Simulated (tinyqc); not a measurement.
What each parameter does: sp3s* tight binding.

sp3s* tight binding, nearest neighbours only: anion (a) at 0, cation (c) at a/4 (1,1,1), orbitals s, px, py, pz, s* on each; k in units of 2 pi/a. With phases e_j = exp(i (pi/2) k.n_j) for n = (1,1,1), (1,-1,-1), (-1,1,-1), (-1,-1,1): g0 = (e1+e2+e3+e4)/4, g1 = (e1+e2-e3-e4)/4, g2 = (e1-e2+e3-e4)/4, g3 = (e1-e2-e3+e4)/4. The diagonal holds the levels Esa, Epa, Exa (s*) and Esc, Epc, Exc. Anion-cation block: <sa|sc> = Vss g0; <sa|xc> = Vsapc g1; <xa|sc> = -Vscpa g1; <xa|xc> = Vxx g0; <xa|yc> = <ya|xc> = Vxy g3, <xa|zc> = <za|xc> = Vxy g2, <ya|zc> = <za|yc> = Vxy g1; <s*a|xc> = Vxapc g1; <xa|s*c> = -Vpaxc g1; y and z take g2 and g3 in place of g1; s-s* and s*-s* vanish.

Parameters, chosen for this exercise (near a published set for Si, fitted to gaps, whose masses and valley positions are rough; not measured data):
- Esa = -4.219 eV (s level of the anion)
- Epa = 1.706 eV (p level of the anion)
- Esc = -4.219 eV (s level of the cation)
- Epc = 1.706 eV (p level of the cation)
- Exa = 6.718 eV (s* level of the anion)
- Exc = 6.718 eV (s* level of the cation)
- Vss = -8.339 eV (s-s)
- Vxx = 1.705 eV (px-px)
- Vxy = 4.558 eV (px-py)
- Vsapc = 5.728 eV (s anion, p cation)
- Vscpa = 5.728 eV (s cation, p anion)
- Vxapc = 5.414 eV (s* anion, p cation)
- Vpaxc = 5.414 eV (p anion, s* cation)

Gaps from the top of the valence band at Gamma; Delta is the minimum on (x,0,0), 0.5 <= x <= 1. A change on one sublattice alone makes the two atoms unequal. Each row changes one parameter from the base and keeps the others.

Results:
```
case              Ev (eV)  gap Gamma (eV)  gap Delta (eV)  gap L (eV)
base               0.0010          3.4100          1.1404      2.4824
Epc = 1.906 eV     0.0981          3.4159          1.0894      2.3900
Vss = -8.039 eV    0.0010          3.4100          1.1609      2.3948
Esc = -4.519 eV    0.0010          3.4100          1.1147      2.3822
Vscpa = 6.028 eV   0.0010          3.4100          1.2110      2.4682
Exa = 6.918 eV     0.0010          3.4100          1.1759      2.4871
Vxx = 1.905 eV    -0.1990          3.8100          1.3776      2.6412
```

The largest shifts from the base row, up to three for each result and ties (the steps differ in size, so this ranks the rows, not the parameters). Ev (eV): Vxx -0.2000, Epc +0.0971; unchanged at the printed digits by Vss, Esc, Vscpa and Exa. gap Gamma (eV): Vxx +0.4000, Epc +0.0059; unchanged at the printed digits by Vss, Esc, Vscpa and Exa. gap Delta (eV): Vxx +0.2372, Vscpa +0.0706, Epc -0.0510. gap L (eV): Vxx +0.1587, Esc -0.1002, Epc -0.0925. Vscpa and Exa cannot move Ev or the gap at Gamma, whose blocks do not hold them; s parameters never move Ev, and move the gap only where the lowest empty level at Gamma is s-like.

(tinyqc, `OMP_NUM_THREADS=1 python tinyqc.py 1450923 1450924 out.jsonl`, Intel(R) Xeon(R) Processor @ 2.30GHz, 1 thread, shared host, about 0.07 s.)
